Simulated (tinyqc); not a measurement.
Raman shift of the zone-centre optical phonon of a diamond-structure crystal under stress: one step, computed by the program tinyqc. Command: `OMP_NUM_THREADS=1 python tinyqc.py 3007937 3007938 out.jsonl ramanstress walk`. One thread of a shared host (Intel(R) Xeon(R) Processor @ 2.30GHz), about 0.01 s of CPU time with the checks.

Axes x, y, z are the cube axes. Strain shifts the threefold optical mode and can split it; p, q and r are the phonon deformation potentials.

Problem. The line seen from a (001) surface. Backscattering from a (001) surface: incident polarisation (cos phi, sin phi, 0). With Raman tensors (R_z)_xy = (R_z)_yx = 1 and cyclic, only the z component u_z of a mode counts: I = u_z^2 sin^2(2 phi) for parallel and u_z^2 cos^2(2 phi) for crossed polarisers. An unresolved line sits at the intensity-weighted shift, which is M_zz/(2 omega_0).

Inputs (values chosen for the exercise, modelled on germanium): stress sigma (tension positive) = 2.2 GPa; polarisation angle phi = 10 degree.

Stress state: uniaxial. Axis: [110].

M/(2 omega_0) (1/cm), rows x, y, z:
$$\begin{pmatrix}
-2.277284 & -2.737271 & 0.000000 \\
-2.737271 & -2.277284 & 0.000000 \\
0.000000 & 0.000000 & -3.333644
\end{pmatrix}$$

Give: total intensity, parallel; total intensity, crossed; shift of the observed line; shift per stress; stress per shift.

Solution.

total intensity, parallel = 0.1170

total intensity, crossed = 0.8830

shift of the observed line = -3.334 1/cm

shift per stress = -1.515 1/(cm GPa)

stress per shift = -659.9 MPa cm

The z-polarised mode is an eigenmode here, so one line is seen. Caution: strains above about 1 % call for terms beyond linear order.
